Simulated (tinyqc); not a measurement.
# Random telegraph noise from one oxide trap in a small MOSFET, step by step

tinyqc, about 0.01 s, one thread, Intel Xeon 2.30GHz (shared host): `OMP_NUM_THREADS=1 python tinyqc.py 2710149 2710150 out.jsonl` Printed values are rounded.

An acceptor-like trap exchanges electrons with the channel. Inversion charge Q = Cox u, u = n Vt W0(exp((Vg - VT)/(n Vt))), W0 the Lambert function, n = nf, Cox = eps0 eox/tox; linear regime Id = (W/L) mu Q Vd. Relative to threshold the surface potential rises by Vt ln(u/u0) and the oxide voltage by the rest of Vg - VT, with u0 = n Vt W0(1).

Values chosen for this exercise; values of the order met in silicon transistors:
- T = 350 K (temperature)
- eox = 7.59 (relative permittivity of the gate insulator (close to silicon nitride))
- tox = 8.6 nm (insulator thickness)
- xt = 2.3 nm (depth of the trap from the channel interface)
- E0 = 0.02 eV (trap level above the channel Fermi level at threshold)
- s0 = 8e-16 cm^2 (capture prefactor)
- EB = 0.5 eV (capture barrier (lattice relaxation))
- lt = 0.17 nm (tunnelling decay length)
- vth = 2.1e7 cm/s (thermal velocity)
- zi = 1.9 nm (thickness of the inversion layer)
- VT = 0.49 V (threshold voltage)
- nf = 1.24 (body factor)
- W = 250 nm (gate width)
- L = 110 nm (gate length)
- mu = 280 cm^2/(V s) (mobility)
- asc = 1.9e-16 V s (scattering coefficient of the charged trap)
- Vd = 0.1 V (drain voltage)
- Vg = 0.47 V (gate voltage)

Constants: q = 1.602176634e-19 C, kB = 1.380649e-23 J/K, Vt = kB T/q, eps0 = 8.8541878128e-14 F/cm where lengths are in cm. Results are converted to the units shown.

Range of the model: VT is taken as given; short-channel effects and the uneven flow of current among few electrons are left out.

## Trap level, time constants and occupancy

N = Cox u/q; dpsi = Vt ln(u/u0); E = E0 - dpsi - (xt/tox)(Vg - VT - dpsi); capture time tc = 1/[(N/zi) vth s0 exp(-xt/lt - EB/Vt)]; emission time te = tc exp(-E/Vt); occupancy te/(tc + te).

u = 0.0147632 V
N = 7.20047e10 cm^-2
dpsi = -0.0109294 V
E = 0.0333552 eV
tc = 1868.60 s
te = 618.331 s
occupancy = 0.248633

The trap lies 1.1 Vt above the Fermi level, so it is filled 24.9 % of the time.

## Step height

A = W L; threshold step dV = q (1 - xt/tox)/(Cox A); gm/Id = 1/(u + n Vt); relative step dI/I = (gm/Id) dV + asc mu/A. Id as defined.

electrons in the channel N A = 19.8013
dV = 0.546170 mV
gm/Id = 19.1709 1/V
number part of dI/I = 1.04706 %
dI/I = 1.06640 %
Id = 0.734136 uA
dI = 7.82885 nA

## Lorentzian spectrum

Spectrum S(f) = 4 dI^2/{(tc + te)[(1/tc + 1/te)^2 + (2 pi f)^2]}; corner fc = (1/tc + 1/te)/(2 pi); variance dI^2 tc te/(tc + te)^2. Give S at f = 0, at fc and at 10 fc.

fc = 3.42568e-4 Hz
S(0) = 2.12784e-14 A^2/Hz
S(fc) = 1.06392e-14 A^2/Hz
S(10 fc) = 2.10677e-16 A^2/Hz
rms current = 3.38379 nA

The rms value is 0.432 of the step; it reaches its largest share, 1/2, when tc = te.
